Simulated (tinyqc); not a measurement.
Rapid thermal processing of a wafer: radiative balance, ramp and cooling, pattern effects, pyrometer error and spike budget. Inputs raised by 2 %, one at a time. Computed by tinyqc, a small Python program. Command: `OMP_NUM_THREADS=1 python tinyqc.py 3112755 3112756 out.jsonl rtp sens`. One thread of a shared host (Intel(R) Xeon(R) Processor @ 2.30GHz), about 0.1 s of CPU time with the checks.

The wafer is opaque and uniform through its thickness unless said otherwise; temperatures in formulas are in kelvin (C + 273.15). sigma = 5.670374419e-12 W/(cm^2 K^4).

Inputs (values chosen for the exercise, modelled on a hot silicon wafer):

| quantity | value | unit |
|---|---|---|
| wafer thickness d | 525 | micrometre |
| heat capacity per volume C | 2.29 | J/(cm^3 K) |
| thermal conductivity k | 0.27 | W/(cm K) |
| emissivity eps of each face | 0.69 | - |
| reflectivity of the chamber walls r | 0.086 | - |
| gas heat-transfer coefficient h, both faces together | 7.1 | mW/(cm^2 K) |
| wall temperature T_w | 350 | K |
| process temperature | 870 | C |
| starting temperature | 500 | C |
| ramp rate | 51 | K/s |
| relative change of absorptivity over a pattern | 10 | % |
| period of the pattern | 16 | mm |
| activation energy of the process E_a | 4 | eV |

Constants: k_B = 8.617333262e-05 eV/K.

Method:
- Effective emissivity between parallel grey plates: eps_eff = 1/(1/eps + 1/(1 - r) - 1). Loss per area q(T) = 2 eps_eff sigma (T^4 - T_w^4) + h (T - T_w).
- Absorbed power during a ramp = q(T) + C d x ramp rate; thermal time constant tau = C d/(dq/dT), dq/dT = 8 eps_eff sigma T^3 + h; natural cooling rate q/(C d); front-to-back difference under one-sided heating at the end of the ramp = (absorbed power) d/(2 k).
- Cooling with the lamps off: C d dT/dt = -q(T), integrated adaptively (relative tolerance 1e-10).
- Spike anneal: linear ramp to the peak, then lamps off. Equivalent time at the peak = int exp(-(E_a/k_B)(1/T - 1/T_peak)) dt; estimate (k_B T^2/E_a)(1/ramp rate + 1/cooling rate). The ramp part uses 4000 trapezoid steps, the cooling part 4000 steps over 4 tau.
- Time within 50 K of the peak from the same curves.
- At steady state a sinusoidal change of absorbed power of relative amplitude a and period p gives the temperature amplitude a q/(dq/dT + k d (2 pi/p)^2); healing length l = sqrt(k d/(dq/dT)); process change = E_a dT/(k_B T^2). Emissivity is taken as unchanged.

Runs:

| input moved | from | to | holding power q (W/cm^2) | time constant tau (s) | equivalent time, total (s) | amplitude (K) |
|---|---|---|---|---|---|---|
| base run | - | - | 18.069 | 2.3570 | 0.71953 | 6.7022 |
| wafer thickness d (micrometre) | 525 | 535.5 | 18.069 | 2.4041 | 0.72339 | 6.5953 |
| emissivity eps of each face | 0.69 | 0.7038 | 18.303 | 2.3195 | 0.71712 | 6.7681 |
| reflectivity of the chamber walls r | 0.086 | 0.08772 | 18.053 | 2.3597 | 0.71971 | 6.6975 |
| ramp rate (K/s) | 51 | 52.02 | 18.069 | 2.3570 | 0.70921 | 6.7022 |
| activation energy of the process E_a (eV) | 4 | 4.08 | 18.069 | 2.3570 | 0.70578 | 6.7022 |
| period of the pattern (mm) | 16 | 16.32 | 18.069 | 2.3570 | 0.71953 | 6.9201 |
| thermal conductivity k (W/(cm K)) | 0.27 | 0.2754 | 18.069 | 2.3570 | 0.71953 | 6.5953 |

Exponents ln(y'/y) / ln(x'/x):

| input | holding power q | time constant tau | equivalent time, total | amplitude |
|---|---|---|---|---|
| wafer thickness d | 0.000 | 1.000 | 0.270 | -0.812 |
| emissivity eps of each face | 0.648 | -0.809 | -0.169 | 0.494 |
| reflectivity of the chamber walls r | -0.046 | 0.058 | 0.012 | -0.035 |
| ramp rate | 0.000 | 0.000 | -0.730 | 0.000 |
| activation energy of the process E_a | 0.000 | 0.000 | -0.975 | 0.000 |
| period of the pattern | 0.000 | 0.000 | 0.000 | 1.615 |
| thermal conductivity k | 0.000 | 0.000 | 0.000 | -0.812 |

To which inputs is each result most sensitive?

Among the inputs moved here: holding power q answers most in size to emissivity eps of each face (exponent +0.648), next to reflectivity of the chamber walls r (-0.046); its exponent is below 0.0005 for wafer thickness d, ramp rate, activation energy of the process E_a, period of the pattern, thermal conductivity k. Time constant tau answers most in size to wafer thickness d (exponent +1.000), next to emissivity eps of each face (-0.809); its exponent is below 0.0005 for ramp rate, activation energy of the process E_a, period of the pattern, thermal conductivity k. Its exponent +1.000 in wafer thickness d: thermal mass. Equivalent time, total answers most in size to activation energy of the process E_a (exponent -0.975), next to ramp rate (-0.730); its exponent is below 0.0005 for period of the pattern, thermal conductivity k. Amplitude answers most in size to period of the pattern (exponent +1.615), next to wafer thickness d (-0.812); its exponent is below 0.0005 for ramp rate, activation energy of the process E_a.
